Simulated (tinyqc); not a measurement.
# Tunnelling through a two-layer gate stack, WKB transmission and Tsu-Esaki current, step by step

tinyqc, about 0.04 s, one thread, Intel Xeon 2.30GHz (shared host): `OMP_NUM_THREADS=1 python tinyqc.py 2540005 2540006 out.jsonl` Printed values are rounded.

Electrons leave the emitter at x = 0. Energies E (motion across the layers) are in eV from the emitter Fermi level; the collector Fermi level lies at -V and offers states at every E. No charge in the dielectric and no image force: F1 = V/(t1 + t2 eps1/eps2), F2 = F1 eps1/eps2; U = phi1 - F1 x in layer 1 and phi2 - F1 t1 - F2 (x - t1) in layer 2. With C = hbar^2/(2 m0), kappa = sqrt(m (U - E)/C) where U > E and 0 elsewhere; T(E) = exp(-S), S = 2 times the integral of kappa over x.

Values chosen for this exercise; layer 1 close to silicon dioxide, layer 2 close to hafnium oxide: temperature T = 300 K; Fermi energy of the emitter above its band bottom Ef = 4.3 eV; emitter mass in the supply function me = 1 m0; barrier of layer 1 above the emitter Fermi level at zero bias phi1 = 2.98 eV; tunnelling mass of layer 1 m1 = 0.51 m0; thickness of layer 1 t1 = 0.7 nm; relative permittivity of layer 1 eps1 = 4.07; barrier of layer 2 at zero bias phi2 = 1.55 eV; tunnelling mass of layer 2 m2 = 0.2 m0; thickness of layer 2 t2 = 1.9 nm; relative permittivity of layer 2 eps2 = 21.8; voltage across the dielectric V = 0.8 V; energy of the electron followed E = 0 eV; cells in each layer nc = 6; lower end of the energy grid Ea = -1.1 eV; upper end of the energy grid Eb = 0.28 eV; points of the energy grid nE = 11.

Constants: q = 1.602176634e-19 C, kB = 1.380649e-23 J/K, hbar = 1.054571817e-34 J s, m0 = 9.1093837015e-31 kg, Vt = kB T/q, hbar^2/(2 m0) = 0.0380998212 eV nm^2. Results are converted to the units shown.

Range of the model: A layer thinner than 0.8 nm holds only a few atomic planes, where an effective mass is a rough description.

## Fields and band edges

F1 = V/(t1 + t2 eps1/eps2), F2 = F1 eps1/eps2; U = phi1 - F1 x in layer 1 and phi2 - F1 t1 - F2 (x - t1) in layer 2. EOT = 3.9 (t1/eps1 + t2/eps2).

F1 = 7.58492 MV/cm
F2 = 1.41608 MV/cm
U at the end of layer 1 = 2.44906 eV
U at the start of layer 2 = 1.01906 eV
U at the end of layer 2 = 0.75 eV
EOT = 1.01067 nm

## WKB exponent by the midpoint rule

Cut each layer into nc equal cells, take U and kappa at the cell centres, and sum S = 2 sum kappa h.

| cell | x (nm) | U (eV) | kappa (1/nm) |
|---|---|---|---|
| 0 | 0.05833 | 2.93575 | 6.26879 |
| 1 | 0.17500 | 2.84726 | 6.17359 |
| 2 | 0.29167 | 2.75877 | 6.07689 |
| 3 | 0.40833 | 2.67028 | 5.97864 |
| 4 | 0.52500 | 2.58179 | 5.87874 |
| 5 | 0.64167 | 2.49330 | 5.77711 |
| 6 | 0.85833 | 0.99663 | 2.28729 |
| 7 | 1.17500 | 0.95179 | 2.23524 |
| 8 | 1.49167 | 0.90695 | 2.18195 |
| 9 | 1.80833 | 0.86211 | 2.12733 |
| 10 | 2.12500 | 0.81726 | 2.07126 |
| 11 | 2.44167 | 0.77242 | 2.01363 |

S = 16.6165
T(E) = 6.07526e-8

## WKB exponent in closed form

Each layer adds (2/F) sqrt(m/C) [G(u at its left edge) - G(u at its right edge)] to S, with u = U - E (0 where negative) and G(u) = (2/3) u^1.5. The slope follows from 1/d = -dS/dE.

S = 16.6161
T(E) = 6.07718e-8
energy d over which T(E) grows by a factor e = 0.16133 eV

The midpoint rule gives S = 16.616, so its T(E) is 0.032 % below this value. The band edge stays above E through the whole stack: direct tunnelling through a trapezoid.

## Current density on a coarse energy grid

J = J0 times the integral of T(E) N(E) dE, N = ln[(1 + exp(-E/Vt))/(1 + exp((-E - V)/Vt))], J0 = q^2 me m0 kB T/(2 pi^2 hbar^3) (times 1e-4 for A/cm^2 per eV), by Simpson's rule on nE equally spaced points from Ea to Eb.

| point | E (eV) | T(E) | N | T(E) N |
|---|---|---|---|---|
| 0 | -1.10000 | 2.14108e-10 | 30.9454 | 6.62566e-9 |
| 1 | -0.96200 | 3.96872e-10 | 30.9435 | 1.22806e-8 |
| 2 | -0.82400 | 7.50562e-10 | 30.6123 | 2.29765e-8 |
| 3 | -0.68600 | 1.45154e-9 | 26.5236 | 3.85001e-8 |
| 4 | -0.54800 | 2.87859e-9 | 21.1975 | 6.10190e-8 |
| 5 | -0.41000 | 5.87387e-9 | 15.8595 | 9.31567e-8 |
| 6 | -0.27200 | 1.23865e-8 | 10.5215 | 1.30324e-7 |
| 7 | -0.13400 | 2.71456e-8 | 5.18894 | 1.40857e-7 |
| 8 | 0.00400 | 6.22988e-8 | 0.618773 | 3.85489e-8 |
| 9 | 0.14200 | 1.51336e-7 | 0.00410783 | 6.21663e-10 |
| 10 | 0.28000 | 3.95419e-7 | 1.97789e-5 | 7.82095e-12 |

J0 = 4.18366e8 A/(cm^2 eV)
J = 31.8316 A/cm^2

The integrand peaks at E = -0.134 eV among these points. A converged quadrature from -Ef to above the barrier gives 32.10 A/cm^2; this grid is 0.85 % below that.
